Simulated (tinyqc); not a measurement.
## Permittivity of the insulator from five potentials

Inverse problem. A node lies on a semiconductor-insulator interface. Steps: hs = tb/2 down into the semiconductor, ho = tox/1 up into the insulator, hy = L/5 sideways. The flux balance of its box reads eox (hy/ho)(above - node) + eps_r (hy/hs)(below - node) + [(eps_r hs + eox ho)/(2 hy)](left + right - 2 node) - q Na (hs/2) hy/eps0 = 0. Find eox.

Values chosen for this exercise; semiconductor permittivity close to that of silicon:

| symbol | value | unit | meaning |
|---|---|---|---|
| eps_r | 11.9 |  | relative permittivity of the semiconductor |
| tb | 6 | nm | half the body thickness |
| tox | 1.5 | nm | insulator thickness |
| L | 48 | nm | channel length |
| Na | 0 | cm^-3 | acceptor density of the depleted body |

Constants: q = 1.602176634e-19 C, eps0 = 8.8541878128e-14 F/cm where lengths are in cm. Results are converted to the units shown.

psi (V): node 0.24742353, above 0.17, below 0.28154675, left 0.59, right 0.19738882

Solution. The balance is linear in eox.

eox = 3.90

tinyqc, about 0.1 s, one thread, Intel Xeon 2.30GHz (shared host): `OMP_NUM_THREADS=1 python tinyqc.py 2480169 2480170 out.jsonl`
